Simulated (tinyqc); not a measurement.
Read current of a NAND string, cells in series solved by shooting: one step of the calculation.

Cells in series, numbered from 0 at the source line (0 V) to the bit line, each followed by a gap resistance Rg. A cell with gate Vg, threshold VT, source Vs and drain Vd passes I = 2 nf K Vt^2 [F(Vs) - F(Vd)]/(1 + th max(Vg - VT, 0)), F(V) = ln^2(1 + exp((Vg - VT - nf V)/(2 nf Vt))). The selected cell has Vg = Vr, the others Vg = Vp.

Problem. Node voltages for a trial current. For a trial current I start at 0 V and, cell by cell (the selected one is cell 1), solve for the drain: sqrt(F(Vd)) = sqrt(F(Vs) - I/k), k = 2 nf K Vt^2/(1 + th max(Vg - VT, 0)), Vd = [Vg - VT - 2 nf Vt ln(exp(sqrt F) - 1)]/nf, then add I Rg.

Parameters, values chosen for the exercise; values of the order met in vertical NAND strings:
```
symbol,value,unit,meaning
T,358,K,temperature
K,3.7,uA/V^2,gain factor of a cell
nf,1.4,,slope factor
th,0.11,1/V,mobility reduction factor
Rg,5.4,kohm,resistance of the gap between cells
Vbl,0.5,V,bit-line voltage
Vp,5.9,V,pass voltage
Vr,3.38,V,read voltage on the selected word line
```

Constants: q = 1.602176634e-19 C, kB = 1.380649e-23 J/K, Vt = kB T/q. Results are converted to the units shown.

second trial current = 0.69 uA
thresholds from the source end, cell 0 to 4 (V): [-1.2, 2, -1.2, -1.2, 3.3]

Find: node voltage after each cell and gap, trial 2.

Solution.

node voltage after each cell and gap, trial 2, cell 0 to 4 (V): [0.050723, 0.23621, 0.28925, 0.34285, 0.46427]

Program tinyqc, `OMP_NUM_THREADS=1 python tinyqc.py 2142069 2142070 out.jsonl`; Intel Xeon 2.30GHz, shared host, one thread, about 0.7 s.
